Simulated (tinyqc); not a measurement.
Nanowire ballistic transistor, top-of-the-barrier model: two steps of the calculation.

At the top of the source barrier, states moving towards the drain are filled by the source (Fermi level 0) and states moving back by the drain (Fermi level -q Vd); nothing scatters. U is the shift of the band edge there, set by the capacitances CG, CD and CS (the total) and by the charge. Parabolic one-dimensional subband; the source is grounded.

Values chosen for this exercise; mass and valleys close to those of gallium arsenide: temperature T = 200 K; effective mass m = 0.0677 m0; valley degeneracy gv = 1; relative permittivity of the gate insulator eox = 22; insulator thickness tox = 1.3 nm; wire diameter d = 8 nm; gate control CG/CS aG = 0.83; band edge at the barrier top above the source Fermi level at zero bias E0 = 0.4 eV; drain voltage Vd = 0.05 V.

Constants: q = 1.602176634e-19 C, kB = 1.380649e-23 J/K, hbar = 1.054571817e-34 J s, h = 6.62607015e-34 J s, m0 = 9.1093837015e-31 kg, Vt = kB T/q, eps0 = 8.8541878128e-14 F/cm where lengths are in cm. Results are converted to the units shown.

Question 1. Self-consistent potential at the barrier top. eta1 = -(E0 + U)/Vt, eta2 = eta1 - Vd/Vt, n = (N0/2)[F_(-1/2)(eta1) + F_(-1/2)(eta2)], F_(-1/2)(x) = (1/sqrt(pi)) int_0^infinity u^(-1/2)/(1 + exp(u - x)) du. U(out) = UL + q (n - n0)/CS. U(new) = U(out).

U at the start (U = UL) = -0.6652 eV
N0 = 9.8732327e5 cm^-1
CS = 52.399828 pF/cm
n0 = 8.2205902e-5 cm^-1
UL = -0.6652 eV

Give: eta1; eta2; n; U(out); U after iteration 1.

Answer 1.

eta1 = 15.388
eta2 = 12.486
n = 4.1442e6 cm^-1
U(out) = -0.65253 eV
U after iteration 1 = -0.65253 eV

Question 2. Current, mean velocity and share of the gate voltage. N0 = gv sqrt(2 m kB T/pi)/hbar, CG = 2 pi eps0 eox/ln(1 + 2 tox/d), CS = CG/aG, n0 = n at U = 0 and Vd = 0. I = gv (2 q^2/h) Vt [ln(1 + exp eta1) - ln(1 + exp eta2)]. Mean velocity I/(q n). CQ = (q/Vt) dn/d(eta1); the band edge follows the gate as -dU/dVg = aG/(1 + CQ/CS).

converged U = -0.65286343 eV

Give: eta1; n; I; mean velocity; CQ; -dU/dVg.

Answer 2.

eta1 = 14.67
n = 4.035e6 cm^-1
I = 3.874 uA
mean velocity = 5.993e6 cm/s
CQ = 1.442 pF/cm
-dU/dVg = 0.8078 eV/V

The carriers from the source are degenerate (eta1 = 14.7), and the mean velocity is 0.355 times vT = sqrt(2 kB T/(pi m)) = 1.69e7 cm/s. The drain fills a good part of the returning states, which lowers the mean.

tinyqc, about 0.03 s, one thread, Intel Xeon 2.30GHz (shared host): `OMP_NUM_THREADS=1 python tinyqc.py 2400006 2400007 out.jsonl`
